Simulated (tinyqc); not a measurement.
# Inputs raised by 2 %, one at a time

Model: heat flow across a film from the phonon Boltzmann equation in the relaxation-time approximation. Computed by tinyqc, a small Python program. Command: `OMP_NUM_THREADS=1 python tinyqc.py 3004721 3004722 out.jsonl slabbte sens`. One thread of a shared host (Intel(R) Xeon(R) Processor @ 2.30GHz), about 0.02 s of CPU time with the checks.

Two black walls, hot at x = 0 and cold at x = L, emit phonons isotropically. For one free path Lambda, with tau = x/Lambda, tau_L = L/Lambda and phi = (T - T_cold)/Delta T, energy balance gives phi(tau) = (1/2) [E2(tau) + int_0^tau_L phi(s) E1(|tau - s|) ds]; E_n are the exponential integrals. The flux over the ballistic flux C v Delta T/4 is psi = 1 - 2 int_0^tau_L phi(s) E2(s) ds, and kappa_eff/kappa = (3/4) tau_L psi. kappa = C v Lambda/3 is an input, so at fixed kappa a longer free path means a smaller C v.

Inputs (values chosen for the exercise, modelled on sapphire):
```
quantity                             value     unit
bulk conductivity kappa               34.8  W/(m K)
film thickness L                        24       nm
wall temperature difference Delta T    4.9        K
free path Lambda_1                      19       nm
cells n in the small system              6        -
```

Free-path groups: one.

Method:
- Cut the film into n equal cells with constant phi, collocated at the centres c_i: the kernel integrates to A_ij = |E2(|c_i - e_j|) - E2(|c_i - e_(j+1)|)|/2 for cell edges e_j, and A_ii = 1 - E2(half a cell); solve (1 - A) phi = E2(c)/2; psi = 1 - 2 sum_j phi_j [E3(e_j) - E3(e_(j+1))].
- Use 150 and 300 cells and extrapolate psi = (4 psi(300) - psi(150))/3. The jump at the hot wall is 1 - phi there (linear extrapolation from the first two of 300 cells). Two-flux (diffusion with slip) formula: psi = 1/(1 + 3 tau_L/4).
- Each group is solved on its own with 150 and 300 cells, psi = (4 psi(300) - psi(150))/3, and weighted by its share of kappa.
- Flux J = kappa_eff Delta T/L; apparent boundary resistance per wall (L/kappa_eff - L/kappa)/2.

Runs; columns: (1) input moved; (2) from; (3) to; (4) kappa_eff (W/(m K)); (5) flux J (GW/m^2); (6) apparent resistance per wall (m^2 K/GW); (7) jump at the wall / Delta T for Lambda_1:
```
(1)                                 (2)     (3)     (4)     (5)      (6)      (7)
base run                              -       -  16.424  3.3533  0.38580  0.21735
bulk conductivity kappa (W/(m K))  34.8  35.496  16.753  3.4204  0.37823  0.21735
film thickness L (nm)                24   24.48  16.594  3.3216  0.38588  0.21525
free path Lambda_1 (nm)              19   19.38  16.254  3.3186  0.39343  0.21945
```

Exponents ln(y'/y) / ln(x'/x):
```
input                    kappa_eff  flux J  apparent resistance per wall  jump at the wall / Delta T for Lambda_1
bulk conductivity kappa      1.000   1.000                        -1.000                                    0.000
film thickness L             0.520  -0.480                         0.010                                   -0.490
free path Lambda_1          -0.525  -0.525                         0.989                                    0.486
```

Among the inputs moved here: kappa_eff answers most in size to bulk conductivity kappa (exponent +1.000), next to free path Lambda_1 (-0.525). Its exponent +1.000 in bulk conductivity kappa: at fixed free paths all scales with kappa. Flux J answers most in size to bulk conductivity kappa (exponent +1.000), next to free path Lambda_1 (-0.525). Apparent resistance per wall answers most in size to bulk conductivity kappa (exponent -1.000), and about equally to free path Lambda_1 (+0.989). Jump at the wall / Delta T for Lambda_1 answers most in size to film thickness L (exponent -0.490), and about equally to free path Lambda_1 (+0.486); its exponent is below 0.0005 for bulk conductivity kappa.
